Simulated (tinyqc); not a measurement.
# Octagonal on-chip spiral inductor, lumped pi model: two studies

Outer diameter do = di + 2 n wd + 2 (n - 1) sp, mean da = (do + di)/2, fill p = (do - di)/(do + di), length l = 3.314 n da. L = 2.25 mu0 n^2 da/(1 + 3.55 p), mu0 = 4 pi 1e-7 H/m. Rs = rho l/(wd delta (1 - exp(-th/delta))), delta = sqrt(rho/(pi f mu0)). Cs = n wd^2 eps0 eo/hu across the coil. At each end Cox = l wd eps0 eo/(2 ho) leads to the substrate branch Rsi = 2 rs he/(l wd) in parallel with Csi = l wd eps0 11.7/(2 he). With one end grounded Y = 1/(Rs + i w L) + i w Cs + 1/[1/(i w Cox) + 1/(1/Rsi + i w Csi)], w = 2 pi f; Q = -Im Y/Re Y. Eddy currents in neighbouring turns and in the substrate are left out.

Values chosen for this exercise; values of the order met in silicon radio-frequency processes:
```
symbol,value,unit,meaning
n,3.5,,number of turns
wd,20,um,line width
sp,1.5,um,space between turns
di,100,um,inner diameter
th,4,um,metal thickness
rho,2.2,uohm cm,metal resistivity
ho,3.2,um,oxide below the coil
hu,1,um,oxide between coil and underpass
eo,3,,relative permittivity of the oxide
rs,100,ohm cm,substrate resistivity
he,30,um,effective spreading depth in the substrate
f,3.7,GHz,frequency
```

Constants: eps0 = 8.8541878128e-12 F/m. Results are converted to the units shown.

Each table varies one quantity; the others keep the values above.

## Quality factor against frequency

Apparent inductance Im(1/Y)/w; share of the loss Re(substrate branch)/Re Y.

Quality factor against frequency:

| f (GHz) | Rs (ohm) | w L/Rs | Q | apparent inductance (nH) | loss in the substrate (%) |
|---|---|---|---|---|---|
| 0.18 | 0.77709 | 3.4939 | 3.4900 | 2.4017 | 0.047162 |
| 0.3 | 0.85062 | 5.3198 | 5.2983 | 2.4036 | 0.25521 |
| 0.49 | 0.94640 | 7.8096 | 7.7023 | 2.4074 | 1.0522 |
| 0.8 | 1.0764 | 11.210 | 10.759 | 2.4160 | 3.3492 |
| 1.3 | 1.2521 | 15.661 | 14.110 | 2.4372 | 8.4410 |
| 2.1 | 1.4886 | 21.279 | 16.823 | 2.4931 | 17.785 |
| 3.5 | 1.8339 | 28.787 | 17.206 | 2.6693 | 33.398 |
| 5.7 | 2.2820 | 37.676 | 13.258 | 3.2646 | 51.907 |
| 9.4 | 2.8952 | 48.972 | 4.0457 | 8.2472 | 69.898 |

What does the comparison show?

Q goes from 3.49 through a maximum of 17.2 (at f = 3.5 GHz among the rows listed) to 4.05; the exact peak is 17.5 at 2.89 GHz and Q reaches zero at the self-resonance, 11.0 GHz. The share of the substrate rises from 0.0472 to 69.9 %, and the apparent inductance ends at 3.44 times L. At the peak the substrate takes 26.9 % of the loss.

## Effect of the line width

Same model as above.

Peak Q and its frequency from a search over f; self-resonance where Im Y = 0; Q at the given f (negative beyond resonance).

Effect of the line width:

| wd (um) | L (nH) | do (um) | peak Q | f of the peak (GHz) | self-resonance (GHz) | Q at f |
|---|---|---|---|---|---|---|
| 2 | 2.853 | 121.5 | 10.21 | 19.73 | 50.27 | 5.463 |
| 4 | 2.657 | 135.5 | 13.63 | 12.17 | 34.18 | 9.332 |
| 6 | 2.535 | 149.5 | 15.37 | 8.887 | 26.76 | 12.18 |
| 9 | 2.433 | 170.5 | 16.69 | 6.315 | 20.50 | 15.10 |
| 13 | 2.381 | 198.5 | 17.39 | 4.498 | 15.69 | 17.12 |
| 18 | 2.386 | 233.5 | 17.55 | 3.236 | 12.08 | 17.41 |
| 25 | 2.459 | 282.5 | 17.26 | 2.241 | 9.036 | 15.10 |

What does the comparison show?

As wd goes from 2 to 25, L goes from 2.85 through a minimum of 2.38 (at wd = 13 among the rows listed) to 2.46 nH, the peak Q goes from 10.2 through a maximum of 17.6 (at wd = 18 among the rows listed) to 17.3, its frequency falls from 19.7 to 2.24 GHz and the self-resonance falls from 50.3 to 9.04 GHz.

tinyqc, about 0.01 s, one thread, Intel Xeon 2.30GHz (shared host): `OMP_NUM_THREADS=1 python tinyqc.py 2302002 2302003 out.jsonl`
